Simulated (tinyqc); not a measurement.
Minority carriers and saturation current of a heavily doped emitter: one step of the calculation.

n-type, parabolic bands, full ionisation. eta = (EF - Ec)/kB T solves N = Nc F12(eta), F12(x) = (2/sqrt(pi)) int_0^infinity sqrt(u)/(1 + exp(u - x)) du. The gap shrinks rigidly by dEg = E1 [ln(N/N0) + sqrt(ln^2(N/N0) + 0.5)], an empirical law that is here taken as the true narrowing.

Question. Effective intrinsic density. ni = sqrt(Nc Nv) exp(-Eg/(2 Vt)), Eg in volts; degeneracy factor g = F12(eta) exp(-eta); nie^2 = ni^2 exp(dEg/kB T) g, p0 = nie^2/N; apparent narrowing dEg + kB T ln g.

Values chosen for this exercise; band and dielectric values close to those of silicon:
```
symbol    value   unit                                     meaning
T           250      K                                 temperature
Eg         1.12     eV                                    band gap
Nc      2.11e19  cm^-3  conduction-band density of states at 250 K
Nv      1.99e19  cm^-3     valence-band density of states at 250 K
N        1.8e19  cm^-3                       ionised donor density
E1          9.6    meV                 energy of the narrowing law
N0       1.3e17  cm^-3                density of the narrowing law
```

Constants: q = 1.602176634e-19 C, kB = 1.380649e-23 J/K, Vt = kB T/q. Results are converted to the units shown.

converged eta = 0.13919566

Wanted: ni; dEg; g; apparent narrowing; nie; p0.

Answer.

ni = 1.0531e8 cm^-3
dEg = 95.152 meV
g = 0.74223
apparent narrowing = 88.730 meV
nie = 8.2570e8 cm^-3
p0 = 0.037876 cm^-3

Narrowing multiplies p0 by 82.8 and degeneracy by 0.742.

Range of the model: Band tails, non-parabolic bands and incomplete ionisation are left out.

Program tinyqc, `OMP_NUM_THREADS=1 python tinyqc.py 2330104 2330105 out.jsonl`; Intel Xeon 2.30GHz, shared host, one thread, about 0.01 s.
